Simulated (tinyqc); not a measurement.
Coupled-perturbed Hartree-Fock on RHF in the sto-3g basis, for BeH+, spin multiplicity 1, step by step. One step of it, computed by the program tinyqc.

Question. Orthogonalisation. S = U s U^T; symmetric (Loewdin) form X = U s^(-1/2) U^T, so that X^T S X = 1.

overlap S, order 1Be 1s, 1Be 2s, 1Be 2px, 1Be 2py, 1Be 2pz, 2H 1s:
```
[[1.000000, 0.259517, 0.000000, 0.000000, 0.000000, 0.070881],
 [0.259517, 1.000000, 0.000000, 0.000000, 0.000000, 0.463608],
 [0.000000, 0.000000, 1.000000, 0.000000, 0.000000, 0.000000],
 [0.000000, 0.000000, 0.000000, 1.000000, 0.000000, 0.000000],
 [0.000000, 0.000000, 0.000000, 0.000000, 1.000000, 0.528415],
 [0.070881, 0.463608, 0.000000, 0.000000, 0.528415, 1.000000]]
```

Give: eigenvalues of S; X.

Answer.

eigenvalues of S: [0.2891, 0.7936, 1.0000, 1.0000, 1.1719, 1.7454]

X, order 1Be 1s, 1Be 2s, 1Be 2px, 1Be 2py, 1Be 2pz, 2H 1s:
```
[[1.0276, -0.1458, 0.0000, 0.0000, -0.0114, 0.0208],
 [-0.1458, 1.1627, 0.0000, 0.0000, 0.1523, -0.3587],
 [0.0000, 0.0000, 1.0000, 0.0000, 0.0000, 0.0000],
 [0.0000, 0.0000, 0.0000, 1.0000, 0.0000, 0.0000],
 [-0.0114, 0.1523, 0.0000, 0.0000, 1.1703, -0.4025],
 [0.0208, -0.3587, 0.0000, 0.0000, -0.4025, 1.3023]]
```
